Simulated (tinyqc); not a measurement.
Finite-size error of a charged defect in a periodic cell: Madelung and Makov-Payne terms. From one set of inputs to another, one input at a time. Computed by tinyqc, a small Python program. Command: `OMP_NUM_THREADS=1 python tinyqc.py 3007260 3007261 out.jsonl imagecharge ladder`. One thread of a shared host (Intel(R) Xeon(R) Processor @ 2.30GHz), about 0.1 s of CPU time with the checks.

L is the cube root of the cell volume. The defect charge is a Gaussian, rho(r) = q (2 pi sigma^2)^(-3/2) exp(-r^2/2 sigma^2), repeated periodically in a uniform neutralising background and screened by a continuum. The model cell energy is E(L) = E_0 + [periodic - isolated electrostatic energy].

The inputs printed are set A. Inputs not listed in the table keep their values of set A, so the rows need not describe a real material.

Inputs (values chosen for the exercise, for a model uniaxial host):
```
quantity,value,unit
charge q,3,e
cell length L,19.8,angstrom
dielectric constant eps_xy,11.4,-
dielectric constant eps_z,7.54,-
axis ratio c/a,1.3,-
width sigma of the defect charge,1.3,angstrom
formation energy of the isolated defect E_0,4.66,eV
```

Supercell lattice: tetragonal. Screening: uniaxial.

Constants: e^2/(4 pi eps_0) = 14.39964548 eV angstrom.

Method:
- Cell vectors: (1,0,0), (0,1,0), (0,0,c/a), scaled to volume L^3.
- Ewald sum for a unit point charge: scale each Cartesian component of the cell by 1/sqrt(eps_i), giving R', G' and V'; E = [ (1/2) sum erfc(eta R')/R' + (2 pi/V') sum exp(-G'^2/4 eta^2)/G'^2 - eta/sqrt(pi) - pi/(2 V' eta^2) ] e^2/(4 pi eps_0) / sqrt(eps_x eps_y eps_z), over n_i = -6..6, omitting n = (0,0,0), eta = 2/V'^(1/3). alpha = -2 E eps_g L/(e^2/(4 pi eps_0)), eps_g = (eps_x eps_y eps_z)^(1/3).
- Periodic energy of the Gaussian: (2 pi q^2/V) sum_(G != 0) exp(-sigma^2 G^2)/(G.eps.G) x e^2/(4 pi eps_0), n_i = -k..k with k = max(9, L/sigma rounded up). Isolated energy: q^2/(2 sqrt(pi) sigma) <1/(n.eps.n)> e^2/(4 pi eps_0), the mean over directions n (64 Gauss-Legendre points in cos(theta)).

Each row keeps all changes above it:
```
input moved,from,to,point-charge correction -q^2 E (eV),finite-size error (eV),isolated energy (eV)
set A,-,-,0.8576,-0.8431,2.821
dielectric constant eps_xy,11.4,14.5,0.6874,-0.6783,2.389
cell length L (angstrom),19.8,19.9,0.6839,-0.6750,2.389
dielectric constant eps_z,7.54,12.9,0.6381,-0.6260,2.016
```

Which inputs carry the difference?

Point-charge correction -q^2 E goes from 0.858 to 0.638, a factor 0.744 in all. The largest single move comes from dielectric constant eps_xy (a factor 0.802). Finite-size error goes from -0.843 to -0.626, +0.217 in all. The largest single move comes from dielectric constant eps_xy (+0.165). Isolated energy goes from 2.82 to 2.02, a factor 0.715 in all. The largest single move comes from dielectric constant eps_z (a factor 0.844). The single moves hold for this order of the switches; the total does not depend on the order.

Extremes, crossings and ranges named in words are read from the listed rows.
